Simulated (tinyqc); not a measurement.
Series resistance and length offset from two lengths at two overdrives.

Inverse problem. In strong inversion R W = Rsd + k(x)(L - dL), k(x) = (1 + th1 x)/(mu0 Cox x), x the overdrive, Cox = eps0 eox/tox, with Rsd and dL independent of x. Find dL, Rsd, mu0 and th1.

Values chosen for this exercise: relative permittivity of the gate insulator (close to hafnium oxide) eox = 22.4; insulator thickness tox = 4.8 nm.

Constants: eps0 = 8.8541878128e-14 F/cm where lengths are in cm. Results are converted to the units shown.

total resistance times width (ohm um):

|  | L = 0.065 um | L = 0.45 um |
|---|---|---|
| overdrive 0.41 V | 331.141155 | 968.678800 |
| overdrive 0.92 V | 295.510275 | 653.091007 |

Answer. At each overdrive R W is a straight line in L; the two lines cross at L = dL, R W = Rsd. Their slopes give k x = (1 + th1 x)/(mu0 Cox), a straight line in x.

dL = 0.01600 um
Rsd = 250.0 ohm um
mu0 = 450.0 cm^2/(V s)
th1 = 0.6400 1/V

tinyqc, about 0.01 s, one thread, Intel Xeon 2.30GHz (shared host): `OMP_NUM_THREADS=1 python tinyqc.py 2210042 2210043 out.jsonl`
